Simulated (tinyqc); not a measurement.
Pariser-Parr-Pople SCF with singles CI, for the molecule O=C1C=CC(=O)C(O)=C1 (SMILES; centres numbered as the heavy atoms are written), step by step. Computed by tinyqc, a small Python program that keeps every step. Settings: charge = 0, gamma = MN, start = huckel, damping = 0, iteration cap = 89, excitations kept = 6. Command: `OMP_NUM_THREADS=1 python tinyqc.py 20032 20033 out.jsonl` (the two numbers bound the seeds that draw the settings). One thread of a shared host (Intel(R) Xeon(R) Processor @ 2.60GHz), about 0.01 s of CPU time with the checks. Later iterations appear only in the table of the cycle.

## PPP integrals

Centres (angstrom, eV; a flat drawing with bonds scaled to 1.40 angstrom):
```
centre          x          y  core charge z          W   gamma_rr
1O       2.939000  -0.411000              1  17.700000  15.200000
2C       1.576000  -0.092000              1  11.160000  11.130000
3C       1.171000   1.248000              1  11.160000  11.130000
4C      -0.193000   1.567000              1  11.160000  11.130000
5C      -1.150000   0.546000              1  11.160000  11.130000
6O      -2.514000   0.865000              1  17.700000  15.200000
7C      -0.745000  -0.794000              1  11.160000  11.130000
8O      -1.703000  -1.815000              2  33.000000  21.500000
9C       0.618000  -1.113000              1  11.160000  11.130000
```

Resonance integrals (eV):
```
i  j       beta
1  2  -2.510000
2  3  -2.390000
3  4  -2.390000
4  5  -2.390000
5  6  -2.510000
5  7  -2.390000
7  8  -2.240000
7  9  -2.390000
9  2  -2.390000
```

Mataga-Nishimoto: gamma = 14.399645/(R + a), a = 2 x 14.399645/(gamma_rr + gamma_ss); H_rr = -W_r - sum_(s != r) z_s gamma_rs; H_rs = beta for bonds.

repulsion gamma_rs (eV), lower triangle:
```
           1O         2C         3C         4C         5C         6O         7C         8O
1O  15.200000
2C   5.774607  11.130000
3C   4.092828   5.345805  11.130000
4C   3.001119   3.871936   5.343940  11.130000
5C   2.720364   3.517743   3.872322   5.346751  11.130000
6O   2.199209   2.719864   3.000781   4.092411   5.772353  15.200000
7C   3.001403   3.872322   3.517329   3.872498   5.345805   4.091980  11.130000
8O   2.555666   3.139414   2.833002   3.139649   4.353635   4.016925   6.308233  21.500000
9C   4.092411   5.345394   3.872260   3.517436   3.872695   3.001119   5.345872   4.353712

           9C
9C  11.130000
```

core matrix H (eV), lower triangle:
```
            1O          2C          3C          4C          5C          6O          7C          8O
1O  -47.693274
2C   -2.510000  -47.886497
3C    0.000000   -2.390000  -45.871270
4C    0.000000    0.000000   -2.390000  -46.485389
5C    0.000000    0.000000    0.000000   -2.390000  -50.315303
6O    0.000000    0.000000    0.000000    0.000000   -2.510000  -50.611567
7C    0.000000    0.000000    0.000000    0.000000   -2.390000    0.000000  -52.823674
8O    0.000000    0.000000    0.000000    0.000000    0.000000    0.000000   -2.240000  -63.700237
9C    0.000000   -2.390000    0.000000    0.000000    0.000000    0.000000   -2.390000    0.000000

            9C
9C  -48.914611
```

## Starting guess

pi electrons, sum of z_r less the charge = 10

Orbitals of the Hueckel matrix of the beta values.

P at the start, lower triangle:
```
           1O         2C         3C         4C        5C         6O        7C         8O
1O   1.297748
2C   0.714375   1.000000
3C   0.000000   0.427577   1.000000
4C  -0.265330   0.000000   0.827055   1.000000
5C   0.000000  -0.099372   0.000000   0.442910  1.000000
6O   0.308262   0.000000  -0.343717   0.000000  0.808865   1.000000
7C  -0.162771   0.000000  -0.122542   0.000000  0.373756   0.000000  1.000000
8O   0.333638  -0.145262   0.000000   0.030411  0.000000  -0.354189  0.691861   1.373853
9C  -0.312698   0.525233   0.000000  -0.220197  0.000000  -0.084383  0.583202  -0.350389

          9C
9C  1.328398
```

## Iteration 1: Fock matrix

F_rr = H_rr + P_rr gamma_rr / 2 + sum_(s != r) P_ss gamma_rs; F_rs = H_rs - P_rs gamma_rs / 2; E = tr P (H + F) / 2 + core repulsion sum_(r<s) z_r z_s gamma_rs.

F (eV), lower triangle:
```
           1O         2C         3C         4C         5C          6O         7C          8O
1O  -8.093393
2C  -4.572619  -4.085935
3C   0.000000  -3.532873  -4.878598
4C   0.398143   0.000000  -4.599866  -5.512182
5C   0.000000   0.174782   0.000000  -3.574064  -6.239244
6O  -0.338966   0.000000   0.515710   0.000000  -4.844527  -10.974811
7C   0.244270   0.000000   0.215510   0.000000  -3.389014    0.000000  -6.895642
8O  -0.426333   0.228018   0.000000  -0.047740   0.000000    0.711376  -4.422209  -16.040382
9C   0.639845  -3.793789   0.000000   0.387265   0.000000    0.126622  -3.948861    0.762747

           9C
9C  -5.275017
```

pi energy = -155.576737 eV

## Iteration 1: orbitals and new P

Diagonalise F (the basis is taken as orthonormal) and form P = 2 sum c c over the lowest orbitals.

orbital energies (eV): -18.069040  -14.964604  -12.488983  -10.169057  -9.624612  -5.050643  -0.708892  0.123721  2.956906

P after iteration 1, lower triangle:
```
           1O         2C         3C         4C        5C         6O        7C         8O
1O   1.311822
2C   0.776300   0.774313
3C   0.115522   0.349066   0.843679
4C  -0.234616   0.064779   0.841944   1.031543
5C  -0.176600  -0.031053   0.178011   0.432754  0.735035
6O   0.289896  -0.079979  -0.298255  -0.064730  0.742152   1.464330
7C  -0.286545   0.133725  -0.094684  -0.059413  0.341514   0.009666  0.983653
8O   0.181244  -0.105234  -0.012589   0.020711  0.001316  -0.097811  0.368296   1.848321
9C  -0.039391   0.429026  -0.041638  -0.188334  0.106086  -0.200911  0.796794  -0.301046

          9C
9C  1.007305
```

## Iteration 2: Fock matrix

As before.

F (eV), lower triangle:
```
           1O         2C         3C         4C         5C         6O         7C          8O
1O  -9.684996
2C  -4.751412  -5.933434
3C  -0.236407  -3.323020  -6.318208
4C   0.352055  -0.125410  -4.639649  -6.223170
5C   0.240209   0.054617  -0.344658  -3.546914  -5.491022
6O  -0.318771   0.108765   0.447500   0.132451  -4.651982  -9.022893
7C   0.430018  -0.258913   0.166517   0.115038  -3.302834  -0.019777  -6.485882
8O  -0.231599   0.165187   0.017832  -0.032512  -0.002864   0.196450  -3.401650  -12.745683
9C   0.080603  -3.536657   0.080616   0.331226  -0.205419   0.301479  -4.519778    0.655334

           9C
9C  -6.359373
```

pi energy = -159.261127 eV

## Iteration 2: orbitals and new P

As before.

orbital energies (eV): -15.400165  -14.132349  -13.111751  -10.856513  -10.222150  -4.602875  -1.263678  -0.462318  1.787138

P after iteration 2, lower triangle:
```
           1O         2C         3C         4C         5C         6O        7C         8O
1O   1.400605
2C   0.764188   0.760261
3C   0.045813   0.346565   0.933071
4C  -0.241178   0.089096   0.866345   0.959818
5C  -0.124361  -0.026142   0.143805   0.387388   0.757123
6O   0.278560  -0.114889  -0.300269  -0.011364   0.799753   1.349361
7C  -0.268526   0.142122  -0.095493  -0.050955   0.323216   0.043573  0.913889
8O   0.154473  -0.106363   0.003425   0.022632  -0.010933  -0.101620  0.381833   1.852815
9C  -0.078970   0.430234  -0.052807  -0.168583   0.099597  -0.212204  0.797748  -0.284193

          9C
9C  1.073055
```

## Iteration 3: Fock matrix

As before.

F (eV), lower triangle:
```
           1O         2C         3C         4C         5C         6O         7C          8O
1O  -9.062346
2C  -4.716444  -5.438354
3C  -0.093752  -3.316336  -6.153281
4C   0.361901  -0.172486  -4.704848  -6.309741
5C   0.169153   0.045981  -0.278430  -3.425632  -5.975732
6O  -0.306306   0.156242   0.450520   0.023253  -4.818230  -9.707494
7C   0.402977  -0.275172   0.167940   0.098661  -3.253924  -0.089150  -6.597914
8O  -0.197391   0.166959  -0.004851  -0.035529   0.023800   0.204100  -3.444344  -13.006015
9C   0.161588  -3.539884   0.102241   0.296489  -0.192855   0.318425  -4.522329    0.618646

           9C
9C  -6.224257
```

pi energy = -159.408102 eV

## Iteration 3: orbitals and new P

As before.

orbital energies (eV): -15.577647  -13.940718  -13.418812  -10.933202  -10.153386  -4.572106  -1.230761  -0.448405  1.799902

P after iteration 3, lower triangle:
```
           1O         2C         3C         4C         5C         6O        7C         8O
1O   1.373759
2C   0.780592   0.762103
3C   0.050301   0.339817   0.916856
4C  -0.245157   0.091196   0.871323   0.976760
5C  -0.132467  -0.023006   0.143526   0.378642   0.748581
6O   0.271035  -0.104028  -0.287656  -0.020548   0.797780   1.373405
7C  -0.268055   0.134635  -0.097804  -0.052355   0.324668   0.026138  0.932772
8O   0.147601  -0.097378   0.008266   0.020416  -0.017659  -0.085420  0.367247   1.863043
9C  -0.060829   0.413917  -0.053828  -0.157756   0.112105  -0.220649  0.807608  -0.284472

          9C
9C  1.052721
```

## Convergence

Stop when output and input P, before any damping, agree to 1e-7.

Course of the cycle:
```
iteration         E (eV)  largest |P(out) - P(in)|
1          -155.57673749                  4.74e-01
2          -159.26112711                  1.15e-01
3          -159.40810164                  2.68e-02
4          -159.42430152                  8.49e-03
5          -159.42700839                  3.45e-03
6          -159.42766375                  1.68e-03
7          -159.42785024                  9.40e-04
8          -159.42790665                  5.11e-04
9          -159.42792418                  2.93e-04
10         -159.42792970                  1.65e-04
11         -159.42793145                  9.39e-05
...                  ...                       ...
14         -159.42793224                  1.71e-05
15         -159.42793226                  9.66e-06
16         -159.42793226                  5.47e-06
17         -159.42793226                  3.10e-06
18         -159.42793227                  1.75e-06
19         -159.42793227                  9.91e-07
20         -159.42793227                  5.61e-07
21         -159.42793227                  3.17e-07
22         -159.42793227                  1.79e-07
23         -159.42793227                  1.02e-07
24         -159.42793227                  5.74e-08
```

Converged in 24 iterations.

## Converged orbitals

Charges are z - P_rr.

orbital energies (eV): -15.476517  -13.909995  -13.398887  -10.946137  -10.189161  -4.545309  -1.219960  -0.463392  1.775904

coefficients:
```
         MO1        MO2        MO3        MO4        MO5        MO6        MO7        MO8
1O  0.153078  -0.427330  -0.397400  -0.295659  -0.487173  -0.430817  -0.004571  -0.305652
2C  0.238345  -0.442102  -0.346629  -0.078665  -0.013220   0.329060   0.016890   0.556986
3C  0.188496  -0.344679  -0.046675   0.554311   0.023778   0.339305  -0.496440  -0.189647
4C  0.227258  -0.250113   0.199169   0.573246   0.037504  -0.285127   0.507327  -0.224705
5C  0.391406  -0.114648   0.453385  -0.045505   0.012868  -0.384728  -0.047853   0.565310
6O  0.280568  -0.117552   0.588905  -0.354854  -0.344811   0.452938   0.029741  -0.295221
7C  0.485043   0.168586  -0.044905  -0.174652   0.413266  -0.280315  -0.490879  -0.249940
8O  0.534456   0.607432  -0.302940   0.200317  -0.383097   0.153302   0.168323   0.069457
9C  0.282408  -0.127346  -0.184170  -0.268148   0.569125   0.233334   0.472643  -0.189369

          MO9
1O  -0.179528
2C   0.449915
3C  -0.371639
4C   0.356288
5C  -0.394945
6O   0.150482
7C   0.388581
8O  -0.100304
9C  -0.400759
```

pi charges: 1O -0.377445, 2C 0.242445, 3C 0.071323, 4C 0.032222, 5C 0.251725, 6O -0.368325, 7C 0.066008, 8O 0.133438, 9C -0.051392

## Singles CI, singlets

Over the 6 single excitations with the smallest orbital gaps: A = (e_a - e_i) delta + 2 (ia|jb) - (ij|ab), with (pq|rs) = sum c_mp c_mq gamma_mn c_nr c_ns. f = 2/3 w |mu|^2 in atomic units, mu = sqrt2 sum c_ia sum_m c_mi c_ma R_m.

singlet CI matrix (eV), lower triangle:
```
          5>6        4>6        3>6        5>7       2>6       5>8
5>6  3.390583
4>6  0.926403   3.419604
3>6  0.031830  -0.245071   6.171109
5>7  0.414881   0.147025  -0.050395   5.716103
2>6  0.244698   0.274983   0.200241  -0.035188  6.174826
5>8  0.153823   0.052836   0.443380  -0.053262  0.089906  6.253494
```

singlet excitation energies (eV): 2.455635  4.132334  5.749291  5.860194  6.180422  6.747843

oscillator strengths: 0.042919  1.194414  0.026482  0.739301  0.316763  0.056718

## Singles CI, triplets

Over the 6 single excitations with the smallest orbital gaps: A = (e_a - e_i) delta - (ij|ab), with (pq|rs) = sum c_mp c_mq gamma_mn c_nr c_ns.

triplet CI matrix (eV), lower triangle:
```
           5>6        4>6        3>6        5>7        2>6       5>8
5>6   0.798203
4>6  -0.369978   1.489302
3>6   0.119656   0.148194   3.499385
5>7  -0.746768   0.371513   0.069431   4.136742
2>6  -0.381076  -0.069242  -0.167408   0.225480   4.653222
5>8  -0.299032  -0.014993  -0.839774  -0.047194  -0.378414  5.084166
```

triplet excitation energies (eV): 0.493550  1.503631  3.074497  4.222976  4.809657  5.556709
